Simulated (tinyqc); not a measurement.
Sp3 tight binding, zinc-blende lattice, step by step. One step of it, computed by the program tinyqc.

Problem. Bloch Hamiltonian at k. Slater-Koster rules over the four bonds with direction cosines (l, m, n): ss V_ss; s-px l V_sp; px-s -l V_sp; px-px l^2 V_pps + (1 - l^2) V_ppp; px-py l m (V_pps - V_ppp); each times exp(i k.d).

Parameters chosen for this model: zinc-blende lattice, anion at 0, cation at a/4 (1,1,1); V = eta hbar^2 / (m d^2), hbar^2/m = 7.619964 eV angstrom^2:
```
parameter,value,unit
a,6.590000,angstrom
d,2.853554,angstrom
Es anion,-12.490000,eV
Ep anion,-6.450000,eV
Es cation,-12.490000,eV
Ep cation,-6.450000,eV
eta ss,-1.400000,
eta sp,1.840000,
eta pp sigma,3.240000,
eta pp pi,-0.810000,
V ss,-1.310113,eV
V sp,1.721863,eV
V pp sigma,3.031976,eV
V pp pi,-0.757994,eV
```

k point k (2 pi / a): -0.410000  -0.190000  -0.150000

Give: H(k) at k.

Solution.

H(k) at k (eV):
```
,a s,a px,a py,a pz,c s,c px,c py,c pz
a s,-12.490,0.000,0.000,0.000,-3.895-0.216i,-0.218-2.219i,-0.533-0.909i,-0.683-0.710i
a px,0.000,-6.450,0.000,0.000,0.218+2.219i,1.502+0.083i,-0.867-0.902i,-0.677-1.155i
a py,0.000,0.000,-6.450,0.000,0.533+0.909i,-0.867-0.902i,1.502+0.083i,-0.277-2.820i
a pz,0.000,0.000,0.000,-6.450,0.683+0.710i,-0.677-1.155i,-0.277-2.820i,1.502+0.083i
c s,-3.895+0.216i,0.218-2.219i,0.533-0.909i,0.683-0.710i,-12.490,0.000,0.000,0.000
c px,-0.218+2.219i,1.502-0.083i,-0.867+0.902i,-0.677+1.155i,0.000,-6.450,0.000,0.000
c py,-0.533+0.909i,-0.867+0.902i,1.502-0.083i,-0.277+2.820i,0.000,0.000,-6.450,0.000
c pz,-0.683+0.710i,-0.677+1.155i,-0.277+2.820i,1.502-0.083i,0.000,0.000,0.000,-6.450
```
